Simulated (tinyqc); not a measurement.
Quantum against classical capture: non-radiative capture by multiphonon emission, one effective mode. Computed by tinyqc, a small Python program. Command: `OMP_NUM_THREADS=1 python tinyqc.py 3007982 3007983 out.jsonl capture walk`. One thread of a shared host (Intel(R) Xeon(R) Processor @ 2.30GHz), about 0.01 s of CPU time with the checks.

The initial state (free carrier plus empty centre) lies dE above the final state; both have the same frequency and are displaced by dQ.

Inputs (values chosen for the exercise, with mass, screening and phonons like those of ZnO):
```
quantity                     value                   unit
energy released dE           0.635                     eV
phonon energy hbar omega      69.4                    meV
Huang-Rhys factor S           6.69                      -
electron-phonon coupling W  0.0092  eV/(u^(1/2) angstrom)
cell volume V                 1840             angstrom^3
degeneracy g                     4                      -
broadening b                    53                    meV
carrier mass m               0.276                    m_0
dielectric constant eps       8.44                      -
temperature T                  300                      K
```

Centre: attractive.

Constants: hbar^2/u = 4.18015928e-03 eV angstrom^2; k_B = 8.617333262e-05 eV/K; hbar = 6.582119569e-16 eV s; Ry = 13.605693123 eV.

Method:
- dQ = sqrt(2 S (hbar^2/u)/hbar omega); relaxation energy lambda = S hbar omega; phonons needed P = dE/hbar omega; classical barrier E_b = (dE - lambda)^2/(4 lambda); occupation n = 1/(exp(hbar omega/k_B T) - 1).
- M_p = sum_m w_m <m_i|Q|(m + p)_f>^2 with Q counted from the final minimum and Boltzmann weights w_m for m = 0..24; <m_i|Q|k_f> = sqrt((hbar^2/u)/(2 hbar omega)) [sqrt(k) <m|k-1> + sqrt(k+1) <m|k+1>], with overlaps of oscillators displaced by d = sqrt(2 S) summed on 1500 points from -16 to 16 + d.
- The delta function is a Gaussian of standard deviation b at dE - p hbar omega.
- C_0 = V (2 pi/hbar) g W^2 sum_p M_p Gaussian_p. Here the sum runs over all p.
- Classical (Marcus) form: replace the sum by Q_c^2 exp(-E_b/k_B T)/sqrt(4 pi lambda k_B T), Q_c = dQ (dE + lambda)/(2 lambda).
- Sommerfeld factor of an attractive centre: s(k) = 2 pi nu/(1 - exp(-2 pi nu)), nu = sqrt(Ry*/E), Ry* = Ry m/eps^2, averaged over (2/sqrt(pi)) sqrt(x) exp(-x) dx with x = E/k_B T = t^2 (trapezoid, t to 6 in steps of 0.01).
- The last column is -k_B d ln C_0/d(1/T) from this row and the one above.

dQ = 0.897728 u^(1/2) angstrom

lambda = 0.464286 eV

classical barrier E_b = 0.0156925 eV

Against temperature:
```
T (K)  C_0, quantum (cm^3/s)  C_0, classical (cm^3/s)  Sommerfeld factor  activation energy (eV)
64                8.2996e-09               2.1759e-09             21.919                       -
120               8.3009e-09               5.9954e-09             16.008              1.8717e-06
200               8.3171e-09               8.5215e-09             12.403              5.0364e-05
320               8.3469e-09               9.4785e-09              9.814              1.6488e-04
480               8.2794e-09               9.3557e-09              8.029             -6.7269e-04
720               7.9534e-09               8.6687e-09              6.582             -4.9834e-03
1100              7.2789e-09               7.6537e-09              5.369             -1.5917e-02
1500              6.6354e-09               6.8500e-09              4.644             -3.2903e-02
```

At 64.0 K the quantum value is 3.8 times the classical one. At 1500 K the ratio is 0.97. The largest apparent activation energy is 0.000 eV against the classical barrier of 0.016 eV; a barrier below one phonon energy gives no activated range. The measured coefficient is C = s C_0, and s changes by a factor 0.21 over these rows, so C changes by 0.17 where C_0 changes by 0.80.

Extremes, crossings and ranges named in words are read from the listed rows.
